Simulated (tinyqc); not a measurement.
# MOSFET in the linear regime without short-channel effects, parameter extraction from computed curves, step by step

tinyqc, about 0.01 s, one thread, Intel Xeon 2.30GHz (shared host): `OMP_NUM_THREADS=1 python tinyqc.py 2210075 2210076 out.jsonl` Printed values are rounded.

Inversion charge Q = Cox n Vt W0(exp((Vg - VT)/(n Vt))), W0 the Lambert function and n = nf; u = Q/Cox; mobility mu = mu0/(1 + th1 u + th2 u^2); channel resistance Rch = (L - dL)/(W mu Q); Id = Vd/(Rch + Rsd/W). Cox = eps0 eox/tox. Small Vd, no channel-length or drain effects.

Parameters, values chosen for the exercise; channel values of the order met in silicon transistors:
- T = 400 K (temperature)
- eox = 7.68 (relative permittivity of the gate insulator (close to silicon nitride))
- tox = 7.9 nm (insulator thickness)
- mu0 = 450 cm^2/(V s) (low-field mobility)
- th1 = 0.67 1/V (first mobility attenuation factor)
- th2 = 0.13 1/V^2 (second mobility attenuation factor)
- VT = 0.51 V (threshold voltage)
- nf = 1.37 (body factor)
- W = 10 um (gate width)
- L = 0.3 um (drawn gate length)
- dL = 0.006 um (drawn less effective length)
- Rsd = 160 ohm um (source plus drain resistance)
- Vd = 0.01 V (drain voltage)

Constants: q = 1.602176634e-19 C, kB = 1.380649e-23 J/K, Vt = kB T/q, eps0 = 8.8541878128e-14 F/cm where lengths are in cm. Results are converted to the units shown.

## Transfer curve

Vg, point 0 to 11 (V): 0.21  0.36  0.51  0.66  0.81  0.96  1.11  1.26  1.41  1.56  1.71  1.86

u, mu, Rch and Id as defined.

```
point       u (V)  mu (cm^2/(V s))  Rch (ohm)    Id (uA)
0      8.21099e-5          449.975  9.24443e5  0.0108171
1      0.00189339          449.430    40138.7   0.249037
2       0.0267822          442.027    2885.16    3.44690
3        0.110048          418.485    741.657    13.1986
4        0.226054          388.568    388.853    24.7003
5        0.354771          358.835    268.301    35.1740
6        0.489563          331.086    210.725    44.1063
7        0.627817          305.732    177.947    51.5605
8        0.768282          282.755    157.229    57.7270
9        0.910274          261.993    143.220    62.8064
10        1.05338          243.242    133.304    66.9776
11        1.19733          226.292    126.061    70.3923
```

## Threshold and mobility at the peak transconductance

gm_i = (Id_(i+1) - Id_(i-1))/(Vg_(i+1) - Vg_(i-1)); at the point j of largest gm the tangent meets the axis at V_ext = Vg_j - Id_j/gm_j; field-effect mobility gm_j L/(W Cox Vd) with the drawn L.

gm, point 1 to 10 (uS): 11.4536  43.1652  70.8447  73.2514  64.6868  54.6216  45.4022  37.4862  30.8353  25.2863
j = 4
V_ext = 0.472801 V
field-effect mobility = 255.302 cm^2/(V s)

V_ext is 37 mV below the model VT, and the mobility so found is 44 % below mu0 L/(L - dL) = 459 cm^2/(V s), the value for the drawn L; attenuation, series resistance and the slow approach of Q to a straight line all lower the peak gm.

## The Y function

Y_i = Id_i/sqrt(gm_i). For Id = beta Vd x/(1 + th x), x = Vg - VT, Y = sqrt(beta Vd) x whatever th. Slope s from points 7 and 10; VT_Y = Vg - Y/s at point 10; beta = s^2/Vd; mobility beta L/(W Cox) with the drawn L; th* = (beta Vd x/Id - 1)/x at point 10.

Y, point 1 to 10 (uA^0.5 V^0.5): 0.0735855  0.524641  1.56810  2.88599  4.37335  5.96786  7.65206  9.42851  11.3104  13.3195
s = 12.5942 uA^0.5 V^-0.5
VT_Y = 0.652414 V
beta = 15861.4 uA/V^2
mobility from Y = 552.815 cm^2/(V s)
th* = 1.42261 1/V

The mobility from Y is 20 % above mu0 L/(L - dL) = 459 cm^2/(V s), which it should reach in deep inversion when th2 = 0. th* compares with th1 + mu0 Cox Rsd/(L - dL) = 0.881 1/V, since series resistance enters like th1. The match is poor here: at these overdrives Q is not yet a straight line in Vg and th2 bends Y.
